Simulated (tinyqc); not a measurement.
Composition and strain of an epitaxial Si(1-x)Ge(x) layer from Raman and X-ray peaks. Changing the Ge fraction x. Computed by tinyqc, a small Python program. Command: `OMP_NUM_THREADS=1 python tinyqc.py 3025316 3025317 out.jsonl epiraman sweep`. One thread of a shared host (Intel(R) Xeon(R) Processor @ 2.30GHz), about 0.01 s of CPU time with the checks.

A (001) layer, biaxially strained in the plane. The Raman peaks follow empirical lines omega = w0 + c1 x + c3 x^3 + b eps (c3 for Si-Ge alone), with eps the in-plane strain.

Inputs (values chosen for the exercise, modelled on silicon-germanium):
```
quantity                        value      unit
degree of relaxation R           0.89         -
Ge fraction y of the buffer      0.23         -
lattice constant of Si          5.431  angstrom
lattice constant of Ge          5.658  angstrom
bowing B                        0.029  angstrom
2 C12/C11 of Si                 0.772         -
2 C12/C11 of Ge                 0.753         -
Si-Si: w0                       520.2      1/cm
Si-Si: c1                       -68.7      1/cm
Si-Si: strain coefficient b      -745      1/cm
Si-Ge: w0                       399.8      1/cm
Si-Ge: c1                          24      1/cm
Si-Ge: c3                         -34      1/cm
Si-Ge: strain coefficient b      -539      1/cm
Ge-Ge: w0                       280.1      1/cm
Ge-Ge: c1                        18.5      1/cm
Ge-Ge: strain coefficient b      -460      1/cm
X-ray wavelength             1.540598  angstrom
```

Substrate: relaxed alloy buffer.

Method:
- Relaxed lattice constant a(x) = a_Si + (a_Ge - a_Si) x - B x (1 - x).
- In-plane constant a_par = a_sub + R (a(x) - a_sub); eps = a_par/a(x) - 1; eps_perp = -(2 C12/C11) eps with 2 C12/C11 linear in x; a_perp = a(x) (1 + eps_perp). The buffer has a_sub = a(y).
- Insert x and eps in the three lines; the strain part is b eps.
- Bragg angle theta = arcsin(2 lambda/a) for (004), for the substrate with a_sub and the layer with a_perp; separation in arc seconds.

One run for each value; columns: (1) Ge fraction x; (2) Si-Si peak (1/cm); (3) Si-Ge peak (1/cm); (4) Ge-Ge peak (1/cm); (5) in-plane strain eps (per mille); (6) separation, layer less substrate (arcsec):
```
(1)      (2)     (3)     (4)      (5)      (6)
0.08  514.24  401.36  281.29   0.6270    869.3
0.18  507.68  403.81  283.33   0.2111    292.3
0.29  500.47  406.07  285.58  -0.2561   -354.0
0.40  493.27  407.62  287.84  -0.7333  -1011.8
0.50  486.73  408.18  289.89  -1.1756  -1619.5
0.60  480.19  407.73  291.95  -1.6255  -2236.0
0.71  473.01  405.82  294.21  -2.1291  -2923.7
0.82  465.83  402.16  296.49  -2.6415  -3621.1
0.92  459.32  397.08  298.55  -3.1146  -4263.0
```

Over the rows, Si-Si peak (1/cm) falls from 514 to 459 (exponent d ln y / d ln x -0.016 between the first rows and -0.12 between the last); Si-Ge peak (1/cm) goes from 401 through a maximum among these rows, 408 at 0.500, to 397; Ge-Ge peak (1/cm) rises from 281 to 299 (exponent d ln y / d ln x 0.0089 between the first rows and 0.060 between the last). Composition and strain both change with x. The Si-Si peak moves by -65.4 per cm per unit x on average, against c1 = -68.7 without strain: eps moves towards compression as x grows, which offsets part of the fall, in proportion to 1 - R.

Caution (rows 0.0800, 0.180, 0.820, 0.920): near either end one of the like-atom peaks is weak, since its intensity follows the number of such bonds.

Extremes, crossings and ranges named in words are read from the listed rows.
